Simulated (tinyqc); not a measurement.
Lossy on-chip transmission line with skin effect: one step of the calculation.

A uniform line in a homogeneous dielectric: c = sqrt(er)/(c0 Z0), l = Z0 sqrt(er)/c0 (c0 = 299792458 m/s), g = w c td, w = 2 pi f. The resistance joins its limits as r = sqrt(r_dc^2 + r_hf^2), with r_dc = rho/(wd th), r_hf = kr rho/(2 delta (wd + th)), delta = sqrt(rho/(pi f mu0)), mu0 = 4 pi 1e-7 H/m; this is an interpolation, and internal inductance, up to 0.05 nH/mm at low frequency, is neglected.

Question. Reflection, input impedance and transfer. ZL = 1/(1/RL + i w CL); reflection (ZL - Zc)/(ZL + Zc); Zin = Zc (ZL + Zc tanh(gamma len))/(Zc + ZL tanh(gamma len)); H = V_load/V_source = [Zin/(Zin + Rg)]/[cosh(gamma len) + (Zc/ZL) sinh(gamma len)].

Inputs (values chosen for the exercise):
- Rg = 25 ohm (source resistance)
- RL = 1000 ohm (load resistance)
- CL = 100 fF (load capacitance)
- f = 29 GHz (frequency)

gamma len = 0.2845391+2.0602517i
Zc = 35.338649-4.880582i ohm

Give: ZL; reflection at the load; Zin; H; |H|.

Answer.

ZL = 3.003-54.716i ohm
reflection at the load = 0.34454-0.76424i
Zin = 43.209+34.101i ohm
H = -0.57376-0.28214i
|H| = -3.8849 dB

Computed by the program tinyqc: `OMP_NUM_THREADS=1 python tinyqc.py 2810137 2810138 out.jsonl`, one thread of a shared Intel Xeon 2.30GHz, about 0.01 s for the whole run.
